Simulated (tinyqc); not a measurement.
Inside a calculation. Model: surface photovoltage measurement of the minority-carrier diffusion length in a wafer. Computed by tinyqc, a small Python program that keeps every step. Command: `OMP_NUM_THREADS=1 python tinyqc.py 3130375 3130376 out.jsonl spv walk`. One thread of a shared host (Intel(R) Xeon(R) Processor @ 2.30GHz), about 0.01 s of CPU time with the checks. Intermediate numbers are printed to about 6 digits and carried at full precision; extremes and crossings named in words are read from the listed rows.

Low injection, steady light, a depletion layer much thinner than 1/alpha and L. The excess density dn is taken at the front edge of the neutral region; light that reaches the back is lost.

Inputs (values chosen for the exercise, modelled on p-type silicon at room temperature): diffusion length L = 240 micrometre; wafer thickness W = 625 micrometre; diffusivity D = 25.8 cm^2/s; front recombination velocity S_f = 2200 cm/s; back recombination velocity S_b = 4400 cm/s; photon flux entering = 2e+12 1/(cm^2 s); minority density at the surface barrier scale n_0 = 1.6e+09 1/cm^3; temperature T = 298 K; wavelength = 941 nm; relative noise of each reading = 0.5 %; diffusion length after pair splitting over L = 0.64; iron factor C = 1.01e+16 micrometre^2/cm^3.

Constants: k_B = 8.617333262e-05 eV/K.

## One wavelength

alpha = (84.732/lambda - 76.417)^2 per cm with lambda in micrometre (an empirical fit for silicon between 0.7 and 1.05 micrometre). Thick wafer: dn = Phi L/((S_f + D/L)(L + 1/alpha)). Finite wafer, with s = S_b L/D, w = W/L, a = alpha L: dn = [Phi a/(a^2 - 1)] [a - B - exp(-alpha W)(a - s)/(cosh w + s sinh w)]/(S_f + B D/L), B = (sinh w + s cosh w)/(cosh w + s sinh w). Photovoltage V = (k_B T/e) ln(1 + dn/n_0). Lifetime = L^2/D.

alpha = 185.712 1/cm

penetration depth 1/alpha = 53.8467 micrometre

dn, thick wafer = 4.98780e+08 1/cm^3

B = 1.00667

dn, finite wafer = 4.96731e+08 1/cm^3

photovoltage V = 6.94316 mV

lifetime = 22.3256 microsecond

Caution: dn is not small against n_0, so V is not linear in the flux; the constant-flux reading then needs dn, not V.

## The linear plot

normal deviates g for the noise: [0.01, -0.11, 2.35, 0.89, -1.21, -0.25, 1.86]

Readings y = (Phi/dn) (1 + noise x g) at 780, 830, 880, 920, 950, 975 and 995 nm; a least-squares line y = c (1/alpha + L_app) gives L_app = intercept/slope.

Readings:
```
lambda (nm)  1/alpha (micrometre)  y (cm/s)  line (cm/s)
780                         9.636   3415.08      3415.69
830                        15.176   3489.36      3493.95
880                        25.330   3674.10      3637.40
920                        40.658   3860.52      3853.95
950                        61.278   4104.65      4145.28
975                        90.917   4538.20      4564.02
995                       130.888   5157.13      5128.73
```

slope = 14.1280 cm/(s micrometre)

apparent length L_app = 232.130 micrometre

error of L_app (rounded to 0.001) = -3.279 %

Without noise the error would be -2.2 %, from the finite thickness at W/L = 2.6. S_f scales all readings alike and leaves L_app unchanged.

## Where the wafer is too thin

No noise; L is varied at fixed W, and the last two columns set S_b to 0 and to 1e7 cm/s.

Apparent length (micrometre):
```
L           W/L  given S_b  S_b = 0  S_b = 1e7
31.2    20.0321     31.200    31.20     31.200
62.5    10.0000     62.500    62.50     62.500
125.0    5.0000    124.937   125.11    124.854
188.0    3.3245    186.724   190.02    185.706
312.0    2.0032    293.322   338.14    285.536
500.0    1.2500    398.699   647.19    376.129
812.0    0.7697    476.930  1396.39    438.232
1310.0   0.4771    517.668  3034.83    468.941
2500.0   0.2500    539.084  7352.90    484.658
```

With a fast back surface L_app levels off, at 485 micrometre in the last row; with a passive one it reaches up to 2.94 times L among these rows and is 7350 in the last. All three columns are within 5 % of L down to W/L = 3.3.

## Iron from two lengths

Splitting iron-boron pairs in boron-doped silicon shortens L; with nothing else changing, [Fe] = C (1/L_after^2 - 1/L^2). It is evaluated with the true lengths and with the apparent ones (without noise), which differ when the wafer is not thick against L.

L_after = 153.6 micrometre

[Fe] from the true lengths = 2.52747e+11 1/cm^3

[Fe] from the apparent lengths = 2.46507e+11 1/cm^3

bias, apparent over true less 1 (rounded to 0.001) = -2.469 %

Checks made by the program: dn against a finite-difference solution (relative difference 1e-06).
